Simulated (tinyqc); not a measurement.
Gupta-type many-body potential for a metal: one step, computed by the program tinyqc. Command: `OMP_NUM_THREADS=1 python tinyqc.py 3021801 3021802 out.jsonl gupta walk`. One thread of a shared host (Intel(R) Xeon(R) Processor @ 2.30GHz), about 0.02 s of CPU time with the checks.

E_i = sum_j A exp(-p (r_ij/r0 - 1)) - xi rho_i^gamma, with rho_i = sum_j exp(-2 q (r_ij/r0 - 1)); gamma = 1/2 is the tight-binding second-moment form. The crystal is fcc unless stated; d is the neighbour distance and a fixed number of shells is kept.

Question. Equilibrium of the fcc crystal. fcc shells: d sqrt(k), k = 1..5, with 12, 6, 24, 12, 24 atoms; Omega = d^3/sqrt2. Equilibrium: dE/dd = 0; B = d^2 E''(d)/(9 Omega).

Inputs (values chosen for the exercise, for a model metal):

| quantity | value | unit |
|---|---|---|
| repulsion A | 0.101 | eV |
| hopping xi | 1.17 | eV |
| decay p | 9.54 | - |
| decay q | 3.63 | - |
| reference distance r0 | 3.501 | angstrom |
| shells kept | 2 | - |
| embedding exponent gamma | 0.45 | - |

Constants: 1 eV/angstrom^3 = 160.2176634 GPa.

Give: neighbour distance d; lattice constant; cohesive energy E_c; bulk modulus B.

Answer.

neighbour distance d = 3.491 angstrom

lattice constant = 4.936 angstrom

cohesive energy E_c = 2.396 eV

bulk modulus B = 44.46 GPa
